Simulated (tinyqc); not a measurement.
A ladder of methods, and size consistency: correlation methods against full CI in the sto-3g basis, for BeH2, spin multiplicity 1. Computed by the program tinyqc with PySCF. 

Geometry (angstrom):
```
atom       x        y       z
Be    0.0000   0.0000  0.0000
H     0.0000   1.5290  0.0000
H     0.0000  -1.6180  0.0000
```

RHF energy of one = -15.511545 hartree

All electrons correlated; +Q is the Davidson correction (1 - c0^2) E_corr. The last columns treat two copies 100 angstrom apart as one system. FCI is the lowest singlet.

Correlation energies (hartree):
```
method   E_corr of one  share of FCI (%)  E_corr of two at 100 angstrom  two minus twice one (mhartree)
MP2          -0.030414           62.3792                      -0.060829                          0.0000
CISD         -0.047185           96.7753                      -0.090597                          3.7731
CISD+Q       -0.049235          100.9809                      -0.097552                          0.9190
CCSD         -0.048034           98.5167                      -0.096068                          0.0000
CCSD(T)      -0.048405           99.2772                      -0.096809                          0.0000
FCI          -0.048757          100.0000                              -                               -
```

MP2 recovers 62 %, CISD 96.8 % and CCSD 98.5 % of the FCI value (c0^2 = 0.957 in CISD). MP2 and coupled cluster are size consistent, so their last column vanishes; CISD loses 3.77 mhartree, since a double excitation on each copy is a quadruple of the pair, and the Davidson correction leaves +0.92.
